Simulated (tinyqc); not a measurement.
Worked calculation: bond unit of a tetrahedral oxide and its oxygen vacancy in tight binding. Values are carried at full precision from step to step, so a last printed digit may differ when a step is redone from the rounded ones.

Two sp3 hybrids h1, h2 at eh = (es + 3 ep)/4 point at one oxygen with orbitals s, px, py, pz; x joins the two cations, z bisects the angle phi, and th = (180 - phi)/2. With u = hbar^2/(m d^2) = 2c/d^2, c = hbar^2/2m0: Vhs = -(1.32 + sqrt3 x 1.42) u/2 and Vhp = (1.42 + sqrt3 x 2.22) u/2. <h|s> = Vhs for both; <h1|px> = Vhp cos(th), <h2|px> = -Vhp cos(th); <h|pz> = Vhp sin(th) for both; py is a lone pair. The unit holds 8 electrons. Coupling between units, which widens the levels into bands, is left out.

Constants: hbar^2/2m0 = 3.80998211 eV angstrom^2.

Parameters, chosen for this exercise (near tabulated values for SiO2; shifted at random, so the results belong to these values and not to a real crystal): es = -14.68 eV (s level of the cation); ep = -7.48 eV (p level of the cation); eos = -33.69 eV (s level of oxygen); eop = -16.6 eV (p level of oxygen); d = 1.61 angstrom (cation-oxygen distance); phi = 156 degrees (bond angle at oxygen); R = 2.96 angstrom (cation-cation distance across the vacancy).

## Level and couplings

Form eh, u, Vhs, Vhp and th.

eh (hybrid level) = -9.2800 eV
u = 2.9397 eV

Vhs, Vhp (eV): -5.5553  7.7390

th = 12.0 degrees

## The matrix

Fill it in.

H (eV):
```
         h1       h2         s        px        py        pz
h1  -9.2800        0   -5.5553    7.5698         0    1.6090
h2        0  -9.2800   -5.5553   -7.5698         0    1.6090
s   -5.5553  -5.5553  -33.6900         0         0         0
px   7.5698  -7.5698         0  -16.6000         0         0
py        0        0         0         0  -16.6000         0
pz   1.6090   1.6090         0         0         0  -16.6000
```

## Levels, weights and charge

Diagonalise; the four lowest levels are filled. The excess of electrons on oxygen is twice the oxygen weight of the filled levels less 6.

levels (eV): -36.0214  -24.2537  -17.0510  -16.6000  -6.4976  -1.6263

weights:
```
    level 1  level 2  level 3  level 4  level 5  level 6
h1    0.040    0.169    0.019    0.000    0.441    0.331
h2    0.040    0.169    0.019    0.000    0.441    0.331
s     0.918    0.000    0.008    0.000    0.074    0.000
px    0.000    0.662    0.000    0.000    0.000    0.338
py    0.000    0.000    0.000    1.000    0.000    0.000
pz    0.001    0.000    0.954    0.000    0.045    0.000
```

highest filled to lowest empty = 10.1024 eV
excess electrons on oxygen = 1.087

The highest filled level is the py orbital of oxygen (100 %) and the lowest empty one is 88 % cation hybrid, even under exchange of the two cations. The spacing is that of an isolated unit and exceeds the gap of the solid.

## The odd block in closed form

The combination (h1 - h2)/sqrt2 couples to px alone, with W2 = sqrt2 Vhp cos(th); W3 = (eh - eop)/2; levels (eh + eop)/2 -/+ sqrt(W2^2 + W3^2); polarity W3/sqrt(W2^2 + W3^2).

W2, W3 (eV): 10.7054  3.6600

levels of the odd block (eV): -24.2537  -1.6263

polarity = 0.3235

## The neutral oxygen vacancy

Without the oxygen the two hybrids face each other at distance R and couple by -V2, V2 = 3.22 x 2c/R^2, c = hbar^2/2m0: a bond at eh - V2 with two electrons and an antibond at eh + V2. Levels are measured from eop, the lone-pair level that stands for the top of the valence band.

Form V2 and the two levels above eop. R is a chosen distance; in real silica the neutral vacancy relaxes to about 2.5 angstrom.

V2 = 2.8004 eV

levels above eop (eV): bond 4.5196, lone hybrid 7.3200, antibond 10.1204

bond-antibond splitting = 5.6009 eV

The filled bond lies 4.52 eV above the lone pairs, so it can trap a hole; the antibond lies above the lowest empty level of the intact unit (10.10 eV). A lone hybrid, as in a dangling bond, sits at 7.32 eV.

## Checks

- Levels of the odd block against the full matrix: they agree to 1e-10 or better.

Program tinyqc; command `OMP_NUM_THREADS=1 python tinyqc.py 1482575 1482576 out.jsonl`; about 0.01 s on one thread of a shared Intel(R) Xeon(R) Processor @ 2.30GHz.
